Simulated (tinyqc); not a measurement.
Two-dimensional electron gas with Rashba and Dresselhaus coupling: one step. The matrix. Two cases, with inputs chosen for the exercise.

Task: H = [[E0, Bx - i By], [Bx + i By, E0]] in meV; diagonalise. Precession period h/(2|B|) = 2 pi hbar/(splitting).

Constants: hbar = 6.58211957e-16 eV s.

Give: H; levels; period.

Case 1.

E0 = 65.28770 meV

Bx, By (meV): 5.923861  5.923861

Result:

H (meV):
```
                  up            down
up           65.2877  5.9239-5.9239i
down  5.9239+5.9239i         65.2877
```

levels (meV): 56.9101  73.6653

period = 0.247 ps

Case 2.

E0 = 40.18303 meV

Bx, By (meV): 1.195909  -4.144051

Result:

H (meV):
```
                  up            down
up           40.1830  1.1959+4.1441i
down  1.1959-4.1441i         40.1830
```

levels (meV): 35.8699  44.4962

period = 0.479 ps

Computed by tinyqc, one run a case: `OMP_NUM_THREADS=1 python tinyqc.py N N+1 out.jsonl` with N = 1452368, 1452768; one thread of a shared Intel(R) Xeon(R) Processor @ 2.30GHz, about 0.01 s a run at most.
